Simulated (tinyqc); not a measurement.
# Ideality, saturation current and resistance from three points

Inverse problem. Well above the saturation current a diode obeys V = n Vt ln(I/I0) + I Rs. Find n, Rs and I0.

Inputs (values chosen for the exercise): temperature T = 300 K.

Constants: q = 1.602176634e-19 C, kB = 1.380649e-23 J/K, Vt = kB T/q. Results are converted to the units shown.

currents (A): 7e-6  0.0002  0.05
voltages (V): 0.30360789  0.39264455  0.70258017

Answer. V is linear in the three unknowns n Vt, Rs and -n Vt ln I0, so three points give a linear system.

n = 1.020
Rs = 3.300 ohm
I0 = 7.000e-11 A

Program tinyqc, `OMP_NUM_THREADS=1 python tinyqc.py 2260035 2260036 out.jsonl`; Intel Xeon 2.30GHz, shared host, one thread, about 0.01 s.
